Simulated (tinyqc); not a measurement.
Single-domain magnet: Stoner-Wohlfarth switching, Neel-Arrhenius retention, LLG dynamics and spin torque: one step, computed by the program tinyqc. Command: `OMP_NUM_THREADS=1 python tinyqc.py 3018040 3018041 out.jsonl macro walk`. One thread of a shared host (Intel(R) Xeon(R) Processor @ 2.30GHz), about 0.02 s of CPU time with the checks.

The moment is uniform, with unit vector m; z is the easy axis. mu_0 = 1.25663706212e-6 T m/A, gamma = 1.76085963023e11 rad/(s T).

Question. Exact time to the equator. The polar equation dm_z/dt = -(1 - m_z^2)(i - m_z)/tau_D, i = I/I_c0, integrates to t = tau_D [F(cos theta_0) - F(0)], F(z) = -ln(1 - z)/(2 (i - 1)) + ln(1 + z)/(2 (i + 1)) + ln(i - z)/(i^2 - 1), theta_0 = 1/sqrt(2 Delta).

Inputs (values chosen for the exercise, for a model magnet): temperature T = 450 K; drive I/I_c0 = 4.5.

Shape: prolate spheroid, easy axis along it.

stability factor Delta = 254.5216

tau_D = 0.5579912 ns

Give: time to m_z = 0.

Answer.

time to m_z = 0 = 0.57994 ns
